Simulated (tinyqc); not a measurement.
Worked calculation: optical gain and spontaneous emission in a bulk direct-gap semiconductor. Values are carried at full precision from step to step, so a last printed digit may differ when a step is redone from the rounded ones.

F_j(eta) = (1/Gamma(j + 1)) integral_0^infinity x^j dx/(1 + exp(x - eta)), which tends to exp(eta) for eta << 0.

Quasi-Fermi levels: n = Nc F_1/2(Fc/kT) and p = Nv F_1/2(Fv/kT), Fc counted up from the conduction edge and Fv down from the valence edge; Nc, Nv from N = 2 (m kB T/(4 pi c))^(3/2) with c = hbar^2/2m0, in 1/angstrom^3; times 1e24 for 1/cm^3, with me and (mhh^(3/2) + mlh^(3/2))^(2/3).

Constants: hbar^2/2m0 = 3.80998211 eV angstrom^2; kB = 8.617333262e-05 eV/K; fine-structure constant alpha = 0.007297352564; hbar = 6.58211957e-16 eV s; hbar c = 1973.269805 eV angstrom.

Inputs chosen for the exercise (near those of InP; shifted at random, so the results belong to these values and not to a real crystal):
- me = 0.0814 m0 (electron mass)
- mhh = 0.575 m0 (heavy-hole mass)
- mlh = 0.0934 m0 (light-hole mass)
- n = 2.7e+18 1/cm^3 (injected density, n = p)
- T = 250 K
- Eg = 1.323 eV (direct gap)
- Ep = 20.2 eV (Kane energy)
- nr = 3.41 (refractive index)
- E = 1.348 eV (photon energy)

## Quasi-Fermi levels

Solve for Fc and Fv.

kT = 0.021543 eV
Nc = 4.433e+17 1/cm^3
Nv = 8.868e+18 1/cm^3
Fc = 0.0820 eV
Fv = -0.0233 eV
Fc + Fv = 0.0587 eV

The separation of the quasi-Fermi levels exceeds the gap, so photons between Eg and Eg + (Fc + Fv) see gain. The quasi-Fermi level of the electrons lies inside the band, that of the holes in the gap.

## Absorption of the empty crystal

Parabolic bands, vertical transitions, no excitons. For each hole band j: mr = me mj/(me + mj); joint density of states J_j(E) = (mr/c)^(3/2) sqrt(E - Eg)/(2 pi^2), both spins, c = hbar^2/2m0; averaged matrix element |e.p|^2 = m0 Ep/6; alpha_j(E) = 4 pi^2 alpha_f c Ep J_j/(3 nr E) in 1/angstrom (alpha_f the fine-structure constant, listed as alpha among the constants), times 1e8 for 1/cm.

Evaluate at E for heavy and light holes.

mr, J and alpha of each hole band:

| hole | mr (m0) | J (1/(eV angstrom^3)) | alpha (1/cm) |
|---|---|---|---|
| heavy | 0.07131 | 2.051e-05 | 3297.4 |
| light | 0.04349 | 9.770e-06 | 1570.8 |

The heavy-hole band gives 68 % of the total, 4868 1/cm.

## Occupations and gain at E

For band j the electron sits at Ee = (E - Eg) mr/me above its edge and the hole at Eh = (E - Eg) mr/mj; fe = 1/(1 + exp((Ee - Fc)/kT)), fh = 1/(1 + exp((Eh - Fv)/kT)); gain g = sum_j alpha_j (fe + fh - 1).

Use mr and alpha from the table.

Energies, occupations and gain of each hole band:

| hole | Ee (eV) | Eh (eV) | fe | fh | g (1/cm) |
|---|---|---|---|---|---|
| heavy | 0.0219 | 0.0031 | 0.942 | 0.227 | 557 |
| light | 0.0134 | 0.0116 | 0.960 | 0.165 | 197 |

total gain = 754 1/cm

E - Eg = 0.0250 eV is below Fc + Fv = 0.0587 eV, so both bands give gain (Bernard-Duraffourg).

## Spontaneous emission

Spontaneous rate: R = integral of (nr E/(hbar c))^2/(pi^2 hbar) sum_j alpha_j fe fh dE, with alpha in 1/cm and (nr E/(hbar c))^2 in 1/cm^2 (1e16 per 1/angstrom^2); B = R/(n p); lifetime n/R.

Integrate over photon energy.

R = 8.79e+26 1/(cm^3 s)
B = 1.21e-10 cm^3/s
radiative lifetime = 3.07 ns

## Checks

- B at n = 1e13 1/cm^3 against the van Roosbroeck-Shockley value from alpha and ni^2 (cm^3/s): both 1.84e-10.

Run: tinyqc, `OMP_NUM_THREADS=1 python tinyqc.py 1681457 1681458 out.jsonl`; Intel(R) Xeon(R) Processor @ 2.30GHz, one thread, shared host; about 0.08 s of CPU time with all checks.
